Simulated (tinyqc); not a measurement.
Where in the gap a trap does harm: carrier lifetime from Shockley-Read-Hall, radiative, Auger and surface recombination. Computed by tinyqc, a small Python program. Command: `OMP_NUM_THREADS=1 python tinyqc.py 3031888 3031889 out.jsonl lifetime walk`. One thread of a shared host (Intel(R) Xeon(R) Processor @ 2.30GHz), about 0.02 s of CPU time with the checks.

Energies are counted from the top of the valence band. Boltzmann statistics, full ionisation, and equal excess densities of electrons and holes.

Inputs (values chosen for the exercise, for a model semiconductor):

| quantity | value | unit |
|---|---|---|
| gap E_g | 0.758 | eV |
| electron mass m_e | 0.0322 | m_0 |
| valleys M_c | 1 | - |
| hole mass m_h | 0.431 | m_0 |
| temperature T | 250 | K |
| doping N | 4.2e+14 | cm^-3 |
| trap level E_t | 0.657 | eV |
| trap density N_t | 1.5e+11 | cm^-3 |
| electron cross-section sigma_n | 3.1e-15 | cm^2 |
| hole cross-section sigma_p | 2.6e-15 | cm^2 |

Doping: n-type. Surface term: two equal surfaces.

Constants: m_0 = 9.1093837015e-31 kg; k_B = 1.380649e-23 J/K; h = 6.62607015e-34 J s; k_B = 8.617333262e-05 eV/K.

Method:
- N_c = 2 M_c (2 pi m_e k_B T/h^2)^(3/2) and N_v = 2 (2 pi m_h k_B T/h^2)^(3/2), masses in units of m_0.
- n_i = sqrt(N_c N_v) exp(-E_g/2 k_B T); majority density N/2 + sqrt(N^2/4 + n_i^2), minority density n_i^2 over it.
- v = sqrt(3 k_B T/m) with m_e or m_h; tau_n0 = 1/(sigma_n v_n N_t), tau_p0 = 1/(sigma_p v_p N_t); n1 = N_c exp(-(E_g - E_t)/k_B T), p1 = N_v exp(-E_t/k_B T).
- Low injection: tau = [tau_p0 (n_0 + n1) + tau_n0 (p_0 + p1)]/(n_0 + p_0). Depleted region (n = p = 0): generation lifetime tau_g = (tau_p0 n1 + tau_n0 p1)/n_i. n1 = N_c exp(-(E_g - E_t)/k_B T), p1 = N_v exp(-E_t/k_B T).

tau_p0 = 1.57887e-04 s

n_0 = 4.20000e+14 cm^-3

N_c = 1.10302e+17 cm^-3

tau_n0 = 3.61949e-05 s

p_0 = 743435 cm^-3

N_v = 5.40152e+18 cm^-3

n_i = 1.76704e+10 cm^-3

The same trap at other energies:

| E_t (eV) | SRH lifetime (s) | generation lifetime (s) |
|---|---|---|
| 0.045 | 5.7802e-02 | 1.3701e+03 |
| 0.114 | 2.5009e-03 | 5.5690e+01 |
| 0.190 | 2.2670e-04 | 1.6356e+00 |
| 0.265 | 1.6000e-04 | 5.0321e-02 |
| 0.341 | 1.5795e-04 | 1.4818e-03 |
| 0.379 | 1.5790e-04 | 2.7585e-04 |
| 0.417 | 1.5789e-04 | 1.7506e-04 |
| 0.493 | 1.5808e-04 | 4.4838e-03 |
| 0.568 | 1.6402e-04 | 1.4570e-01 |
| 0.644 | 3.6660e-04 | 4.9607e+00 |
| 0.713 | 5.2927e-03 | 1.2205e+02 |

What follows from these numbers?

The SRH lifetime (other channels left aside) stays within 10 % of its least value, among these rows, from E_t = 0.265 to 0.568 eV. The generation lifetime has a sharp minimum, among these rows at 0.417 eV and exactly at 0.405 eV, where tau_p0 n1 = tau_n0 p1, since generation needs two thermal jumps and the larger one rules.

Extremes, crossings and ranges named in words are read from the listed rows.
